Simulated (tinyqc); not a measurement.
Worked calculation: domain walls in a thin film with perpendicular anisotropy: Bloch, Neel and chiral walls, motion and stripe domains. Computed by tinyqc, a small Python program that keeps every step. Command: `OMP_NUM_THREADS=1 python tinyqc.py 3003215 3003216 out.jsonl mwall walk`. One thread of a shared host (Intel(R) Xeon(R) Processor @ 2.30GHz), about 0.01 s of CPU time with the checks. Intermediate numbers are printed to about 6 digits and carried at full precision; extremes and crossings named in words are read from the listed rows.

One-dimensional wall: polar angle theta(x), azimuth phi of the moment in the wall (phi = 0 Neel, 90 degrees Bloch). mu_0 = 1.25663706212e-6 T m/A, gamma = 1.76085963023e11 rad/(s T).

Inputs (values chosen for the exercise, for a model film):

| quantity | value | unit |
|---|---|---|
| saturation magnetisation M_s | 1080 | kA/m |
| exchange stiffness A | 19 | pJ/m |
| uniaxial anisotropy K_u | 1020 | kJ/m^3 |
| DMI constant D | 0.27 | mJ/m^2 |
| thickness t | 1.4 | nm |
| damping alpha | 0.012 | - |
| field mu_0 H_z | 6.1 | mT |

Drive: magnetic field.

## Width and energy of the Bloch wall

K_eff = K_u - mu_0 M_s^2/2; Delta = sqrt(A/K_eff); sigma_0 = 4 sqrt(A K_eff); profile theta = 2 arctan exp(x/Delta); quality factor Q = 2 K_u/(mu_0 M_s^2).

K_eff = 287.129 kJ/m^3

width parameter Delta = 8.13463 nm

sigma_0 = 9.34277 mJ/m^2

quality factor Q = 1.39179

## Bloch or Neel

sigma(phi) = sigma_0 + 2 Delta K_D cos^2(phi) - pi D cos(phi), with the wall shape anisotropy K_D = N_x mu_0 M_s^2/2, N_x = t ln 2/(pi Delta). The minimum has cos(phi) = D/D_N for D < D_N = 4 Delta K_D/pi and phi = 0 beyond; sigma turns negative at D_c = (sigma_0 + 2 Delta K_D)/pi.

K_D = 27.8287 kJ/m^3

D_N = 0.288231 mJ/m^2

azimuth phi = 20.4876 degrees

wall energy sigma = 8.94548 mJ/m^2

D_c = 3.11801 mJ/m^2

A mixed wall, between Bloch and Neel. D is 0.09 of D_c.

## Walker breakdown

Field drive: steady motion v = gamma Delta B/alpha needs B = (alpha/2) [2 B_D sin(phi) - B_K sin(2 phi)] in size, B_K = 2 K_D/M_s, B_D = pi D/(2 M_s Delta), with phi moving from its rest value; the Walker field B_W is the largest value of |B_D sin(phi) - (B_K/2) sin(2 phi)| times alpha, reached at cos(phi) = [d - sqrt(d^2 + 8)]/4, d = B_D/B_K. Far above B_W/alpha, v = gamma Delta B alpha/(1 + alpha^2); this is used for all B above B_W.

B_K = 51.5346 mT

B_D = 48.2749 mT

Walker field B_W = 0.769591 mT

velocity at B_W = 91.8632 m/s

velocity at B = 0.104836 m/s

B is above B_W: the wall moment precesses, and the far-field formula is used. Without D, B_W would be alpha B_K/2 = 0.309 mT, so D raises it 2.5 times. Caution: below about 3 B_W/alpha the mean velocity lies above the far-field formula, by a factor of roughly 1 + (B_W/(alpha B))^2/2.

## Stripe domains

Dipolar length l = sigma/(mu_0 M_s^2); for t much smaller than the period the domain width is w = 0.955 t exp(pi l/t) (Kaplan and Gehring), given as log10 of w in nm.

dipolar length l = 6.10304 nm

log10 of the domain width in nm = 6.07388

Domains would exceed a millimetre: any device is a single domain in equilibrium.

## Raising D

The formulas are those given above.

Wall against D; the last column is the Kaplan-Gehring width, log10[0.955 t exp(pi sigma/(mu_0 M_s^2 t))/nm], with a dash where it falls below 10 Delta and the formula fails:

| D (mJ/m^2) | phi (degrees) | sigma (mJ/m^2) | sigma/sigma_0 | log10 domain width |
|---|---|---|---|---|
| 0.058 | 78.3913 | 9.32443 | 0.998038 | 6.32584 |
| 0.140 | 60.9403 | 9.23595 | 0.988567 | 6.26701 |
| 0.230 | 37.0633 | 9.05447 | 0.969143 | 6.14635 |
| 0.620 | 0.0000 | 7.84773 | 0.839979 | 5.34400 |
| 1.200 | 0.0000 | 6.02561 | 0.644949 | 4.13249 |
| 1.900 | 0.0000 | 3.82649 | 0.409567 | 2.67032 |
| 2.500 | 0.0000 | 1.94154 | 0.207812 | - |
| 2.800 | 0.0000 | 0.99906 | 0.106934 | - |

D_N is 9 % of D_c, so a small D fixes the chirality long before it lowers the energy much. Beyond D_N sigma falls by pi per unit of D, and the domain width, which has sigma in an exponent, drops by 3.7 decades over the valid rows (values above 6 mean a single domain in any device).

Checks made by the program: sigma_0 against the integral over the profile (relative difference below 1e-10); B_W against a scan of phi (relative difference below 1e-10).
